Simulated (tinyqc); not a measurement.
Harmonic frequencies on the RHF/6-31g surface (energies and gradients from PySCF), for H2, spin multiplicity 1, step by step. One step of it, computed by the program tinyqc.

Task: One row of the Hessian: 1Hz. Displace 1Hz by +/-0.002 bohr; H(k, :) = (g(+) - g(-)) / (2 delta).

optimised positions (bohr):
```
           x         y          z
1H  0.000000  0.000000  -0.067993
2H  0.000000  0.000000   1.311433
```

gradient at +delta (hartree/bohr):
```
             x           y            z
1H  0.00000000  0.00000000   0.00082562
2H  0.00000000  0.00000000  -0.00082562
```

gradient at -delta (hartree/bohr):
```
             x           y            z
1H  0.00000000  0.00000000  -0.00082103
2H  0.00000000  0.00000000   0.00082103
```

Give: row of the Hessian.

Result:

row of the Hessian (hartree/bohr^2): 1Hx 0.00000, 1Hy 0.00000, 1Hz 0.41166, 2Hx 0.00000, 2Hy 0.00000, 2Hz -0.41166
